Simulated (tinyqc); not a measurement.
Vacuum evaporation: vapour pressure, source flux, thickness distribution, purity and step coverage: one step, computed by the program tinyqc. Command: `OMP_NUM_THREADS=1 python tinyqc.py 3112671 3112672 out.jsonl evap walk`. One thread of a shared host (Intel(R) Xeon(R) Processor @ 2.30GHz), about 0.01 s of CPU time with the checks.

Molecular flow, unit sticking of the metal, no re-evaporation. The background gas is taken as water vapour (18.015 g/mol, collision diameter 0.37 nm) at 300 K.

Problem. Vapour pressure and flux. log10(p_v/Pa) = A - B/T; flux from the surface Phi = p_v/sqrt(2 pi m k_B T), m = M u. Mass loss = Phi x area x m; heat of evaporation = ln(10) R B; d ln Phi/dT = ln(10) B/T^2 - 1/(2 T).

Inputs (values chosen for the exercise, modelled on gold, with constants for the liquid): molar mass M = 196.97 g/mol; vapour-pressure constant A = 10.84; vapour-pressure constant B = 18120 K; source temperature T = 1730 K; source area = 2.1 cm^2.

Constants: u = 1.6605390666e-27 kg; k_B = 1.380649e-23 J/K; R = 8.314462618 J/(mol K).

Give: vapour pressure p_v; flux Phi; mass loss; heat of evaporation; change of flux per kelvin.

Solution.

vapour pressure p_v = 2.3228 Pa

flux Phi = 1.0484e+18 1/(cm^2 s)

mass loss = 2.5924 g/h

heat of evaporation = 346.90 kJ/mol

change of flux per kelvin = 1.3652 %/K

Holding the rate to 1 % needs the temperature to about 0.73 K.
